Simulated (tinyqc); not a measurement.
Inside a calculation. Method: Rayleigh-quotient iteration on a symmetric matrix. One step of it, computed by the program tinyqc.

Task: Step 1. solve (A - shift) w = v; v' = w/|w| with its largest component positive (the first on a tie); lambda = v'^T A v'; the next shift is lambda.

A:
```
           1          2          3          4          5          6
1   0.037000  -0.085000   0.042000   0.032000   0.278000  -0.030000
2  -0.085000   0.275000  -0.003000  -0.128000  -0.334000  -0.205000
3   0.042000  -0.003000   2.016000  -0.020000  -0.016000   0.071000
4   0.032000  -0.128000  -0.020000   2.444000  -0.286000  -0.006000
5   0.278000  -0.334000  -0.016000  -0.286000   2.689000   0.209000
6  -0.030000  -0.205000   0.071000  -0.006000   0.209000   2.820000
```

vector v at the start: 0.408248  0.408248  0.408248  0.408248  0.408248  0.408248

shift = 0.970000

Give: vector after step 1; Rayleigh quotient after step 1.

Result:

vector after step 1: 0.315  0.768  -0.429  -0.280  -0.193  -0.108

Rayleigh quotient after step 1 = 0.938
